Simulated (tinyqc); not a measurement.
Stress in a transistor channel from embedded alloy regions, liners and fins, by half-space elasticity. From one set of inputs to another, one input at a time. Computed by tinyqc, a small Python program. Command: `OMP_NUM_THREADS=1 python tinyqc.py 3019389 3019390 out.jsonl stressor ladder`. One thread of a shared host (Intel(R) Xeon(R) Processor @ 2.30GHz), about 0.04 s of CPU time with the checks.

Plane strain in an isotropic half-space, the same constants everywhere; x along the channel from its centre, y downwards from the free surface; stress is positive in tension.

The inputs printed are set A. Inputs not listed in the table keep their values of set A, so the rows need not describe a real material.

Inputs (values chosen for the exercise, modelled on silicon): alloy fraction x = 0.6; lattice change per unit x, beta = 0.0419; Young's modulus E = 169 GPa; Poisson ratio nu = 0.24; channel length L = 32 nm; length of each stressor S = 145 nm; recess depth d = 65 nm; depth of the field point y = 1.3 nm; longitudinal piezoresistance coefficient = 69.3 1e-11/Pa; vertical piezoresistance coefficient = -1.1 1e-11/Pa.

Stressor: Si(1-x)Ge(x) source and drain.

Method:
- Misfit e = beta x. A fully constrained inclusion holds the stress -p with p = E e/(1 - 2 nu); a blanket film would hold -E e/(1 - nu) in the plane.
- A line element dA of misfit at (a, c) in the half-space gives, with C = E e/(2 pi (1 - nu)), X = x - a, r1^2 = X^2 + (y - c)^2, r2^2 = X^2 + Y^2, Y = y + c: s_xx = -C dA {[X^2 - (y - c)^2]/r1^4 + 3 [X^2 - Y^2]/r2^4 + 4 y Y (Y^2 - 3 X^2)/r2^6}, s_yy = C dA {[X^2 - (y - c)^2]/r1^4 - [X^2 - Y^2]/r2^4 + 4 y Y (Y^2 - 3 X^2)/r2^6}. These are integrated over two rectangles, L/2 < |a| < L/2 + S, 0 < c < d (closed form in a, 200 Gauss-Legendre points in c).
- d mu/mu = -(pi_L s_xx + pi_z s_yy) for the embedded regions alone; the stress across the width is left out.

Each row keeps all changes above it:
```
input moved                      from    to  s_xx (MPa)  s_yy (MPa)  mobility change (%)
set A                               -     -       -6196         0.8                429.4
Young's modulus E (GPa)           169   168       -6159         0.8                426.8
length of each stressor S (nm)    145    30       -2244         1.5                155.5
channel length L (nm)              32    20       -2103         5.5                145.7
recess depth d (nm)                65    75       -1815         5.4                125.8
depth of the field point y (nm)   1.3   3.7        -682       103.8                 47.4
alloy fraction x                  0.6  0.54        -614        93.4                 42.6
Poisson ratio nu                 0.24   0.2        -583        88.7                 40.5
```

Which inputs carry the difference?

s_xx goes from -6200 to -583, +5.61e+03 in all. The largest single move comes from length of each stressor S (+3.92e+03). s_yy goes from 0.788 to 88.7, a factor 113 in all. The largest single move comes from depth of the field point y (a factor 19.2). Mobility change goes from 429 to 40.5, a factor 0.0943 in all. The largest single move comes from length of each stressor S (a factor 0.364). The single moves hold for this order of the switches; the total does not depend on the order.

Caution (all rows): at such misfit the regions may relax by dislocations, and linear elasticity is rough. Caution (all rows): beyond a few hundred MPa bulk piezoresistance coefficients no longer describe an inversion layer well.

Extremes, crossings and ranges named in words are read from the listed rows.
